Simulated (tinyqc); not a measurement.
Ballistic Schottky-barrier transistor with a two-dimensional channel, WKB contacts: one step of the calculation.

Source Fermi level 0, drain Fermi level -Vd. Far from the contacts Ec = pn - psi, and the gate moves psi one to one; the band edges relax as exp(-x/lam) from pn at the source and pn - Vd at the drain; Ev = Ec - Eg. A carrier of energy w inside the channel band meets at a contact a barrier of height D (the contact edge beyond the channel edge): T = 1 for w >= D, else exp(-S), S = 4 lam sqrt(m/C) [sqrt(D - w) - sqrt(w) arctan sqrt((D - w)/w)], C = hbar^2/(2 m0). The two contacts combine as Ts Td/(Ts + Td - Ts Td).

Question. Transmission of one of the electrons. S and T at both contacts for w = w0, and the tunnelling distance lam ln(D/w) at the higher barrier.

Parameters, values chosen for the exercise; channel values close to those of a tungsten diselenide layer: electron mass mn = 0.36 m0; screening length at the contacts lam = 4.1 nm; energy of one carrier inside the channel band w0 = 0.073 eV.

Constants: q = 1.602176634e-19 C, hbar = 1.054571817e-34 J s, m0 = 9.1093837015e-31 kg, hbar^2/(2 m0) = 0.0380998212 eV nm^2. Results are converted to the units shown.

D for electrons (eV): source 0.30000000, drain -0.20000000

Wanted: S at the source; S at the drain; combined T; tunnelling distance.

Answer.

S at the source = 9.6498
S at the drain = 0
combined T = 6.4439e-5
tunnelling distance = 5.7946 nm

Range of the model: No scattering, image-force lowering, channel charge or band-to-band tunnelling; parabolic kappa overstates S deep in the gap.

Program tinyqc, `OMP_NUM_THREADS=1 python tinyqc.py 2390046 2390047 out.jsonl`; Intel Xeon 2.30GHz, shared host, one thread, about 0.5 s.
